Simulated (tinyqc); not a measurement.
Inside a calculation. Method: CIS on RHF in the sto-6g basis, for H4, spin multiplicity 1. One step of it, computed by the program tinyqc.

Task: CIS matrix, singlets. A(ia,jb) = (e_a - e_i) d_ij d_ab + 2 (ia|jb) - (ij|ab).

orbital energies (hartree): MO1 -0.684873, MO2 -0.472754, MO3 0.462615, MO4 1.070542

Two-electron integrals over orbitals (pq|rs), unique and non-zero (hartree):
```
(11|11) 0.503428    (21|21) 0.182415    (22|11) 0.473011    (22|22) 0.486728
(31|11) -0.067119   (31|22) -0.000569   (31|31) 0.106765    (32|21) 0.087909
(32|32) 0.114404    (33|11) 0.478633    (33|22) 0.476241    (33|31) -0.019390
(33|33) 0.499135    (41|21) 0.034138    (41|32) -0.059600   (41|41) 0.087594
(42|11) 0.075810    (42|22) 0.019465    (42|31) -0.098834   (42|33) 0.018787
(42|42) 0.106072    (43|21) -0.173106   (43|32) -0.088224   (43|41) -0.031529
(43|43) 0.186289    (44|11) 0.531164    (44|22) 0.503605    (44|31) -0.072577
(44|33) 0.520100    (44|42) 0.085947    (44|44) 0.595859
```

Give: CIS matrix A, singlet.

Result:

CIS matrix A, singlet (hartree), order 1>3, 1>4, 2>3, 2>4:
$$\begin{pmatrix}
0.8824 & 0.0000 & 0.0000 & -0.0246 \\
0.0000 & 1.3994 & 0.0539 & 0.0000 \\
0.0000 & 0.0539 & 0.6879 & 0.0000 \\
-0.0246 & 0.0000 & 0.0000 & 1.2518
\end{pmatrix}$$
